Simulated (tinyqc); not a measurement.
Current crowding under a contact, resistor ladder against the transmission-line model: two steps of the calculation.

A metal contact of length d and width W on a thin layer of the same width. The metal has no resistance, the sheet resistance under it equals Rsh, and current enters the layer at the front edge x = 0.

Parameters, values chosen for the exercise: sheet resistance of the semiconductor layer Rsh = 37 ohm/sq; specific contact resistivity rc = 1e-6 ohm cm^2; contact length d = 1.3 um; contact width W = 23 um; cells n = 7; current I = 1 mA.

Question 1. Voltages and the share of the current. Cut the contact into n cells of length hc = d/n. Neighbouring cell centres are joined by a = W/(Rsh hc), each centre joins the metal (0 V) by g = W hc/rc, and I enters cell 1 through half a cell: -a v_(i-1) + b_i v_i - a v_(i+1) = I for i = 1 and 0 otherwise, b_i = g + 2 a (g + a at both ends). Rc = v_1/I + 1/(2 a). Cell i passes g v_i to the metal.

a = 3.3471933 S
g = 0.042714286 S
b_i, cell 1 to 7 (S): 3.3899076  6.7371010  6.7371010  6.7371010  6.7371010  6.7371010  3.3899076

Wanted: v_i; share of the current; Rc of the ladder.

Answer 1.

```
cell  v_i (mV)  share of the current (%)
1       3.8726                    16.542
2       3.6233                    15.477
3       3.4202                    14.609
4       3.2607                    13.928
5       3.1429                    13.425
6       3.0651                    13.093
7       3.0265                    12.928
```

Rc of the ladder = 4.0220 ohm

The first cell passes 16.5 % of the current and the last 12.9 %; an even spread would give 14.3 % each.

Question 2. The transmission-line result. Transfer length Lt = sqrt(rc/Rsh); front resistance Rc = (Rsh Lt/W) coth(d/Lt); end resistance Re = (Rsh Lt/W)/sinh(d/Lt). v(x) = I (Rsh Lt/W) cosh((d - x)/Lt)/sinh(d/Lt) at the cell centres x = (i - 1/2) d/n.

Find: Lt; Rc; Re; v(x).

Answer 2.

Lt = 1.644 um
Rc = 4.014 ohm
Re = 3.020 ohm
v(x), cell 1 to 7 (mV): 3.871  3.622  3.418  3.259  3.141  3.063  3.025

The ladder's Rc is 0.20 % above this value, with cells 0.11 Lt long.

Computed by the program tinyqc: `OMP_NUM_THREADS=1 python tinyqc.py 2760078 2760079 out.jsonl`, one thread of a shared Intel Xeon 2.30GHz, about 0.01 s for the whole run.
